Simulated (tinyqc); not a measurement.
Formation energy of a charged point defect from supercell energies: one step, computed by the program tinyqc. Command: `OMP_NUM_THREADS=1 python tinyqc.py 3015832 3015833 out.jsonl formation walk`. One thread of a shared host (Intel(R) Xeon(R) Processor @ 2.30GHz), about 0.01 s of CPU time with the checks.

The host is a compound AB. Making the defect adds n_A = 1, n_B = -1 atoms to the cell. All total energies are inputs. E_F is counted from the valence-band maximum (VBM); x = 0 is A-rich and x = 1 B-rich growth.

Task: Image-charge corrections. Image-charge correction of a point charge in a neutralising background: E_corr = q^2 alpha e^2/(4 pi eps_0) / (2 eps L), alpha = 2.888462 for a bcc array with L the cube root of the volume.

Inputs (values chosen for the exercise, for a model compound AB): dielectric constant eps = 10.7; cell length L = 10.7 angstrom.

Defect: A on a B site. Supercell lattice: bcc.

charge states q: 2  1  0  -1  -2

Constants: e^2/(4 pi eps_0) = 14.39964548 eV angstrom.

Give: E_corr.

Result:

E_corr (eV): (q=+2) 0.7266, (q=+1) 0.1816, (q=0) 0.0000, (q=-1) 0.1816, (q=-2) 0.7266
